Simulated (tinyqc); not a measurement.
Wafer bonding and layer transfer: bond energy, gap closing, particles, bonding of dissimilar wafers and hydrogen blisters: one step, computed by the program tinyqc.

gamma is the energy per area of each of the two surfaces; plates are isotropic, and both wafers have E1 and t1.

Question. Does a shallow gap close? E' = E1/(1 - nu^2), equal wafers of thickness t1 assumed. A gap of radius R closes if h_g < h_c: h_c = R^2/sqrt((2/3) E' t1^3/gamma) for R > 2 t1 (plate bending), h_c = 3.6 sqrt(R gamma/E') for R < 2 t1 (local deformation).

Inputs (values chosen for the exercise, with wafer 1 close to silicon): Young's modulus E1 = 155 GPa; Poisson ratio nu = 0.3; thickness t1 = 525 micrometre; radius of a shallow gap R = 0.56 mm; half height of the gap h_g = 3.2 nm.

bond energy gamma = 1.241801 J/m^2

Give: closable height h_c; h_g/h_c.

Answer.

closable height h_c = 230.0 nm

h_g/h_c = 0.01391

The gap closes.
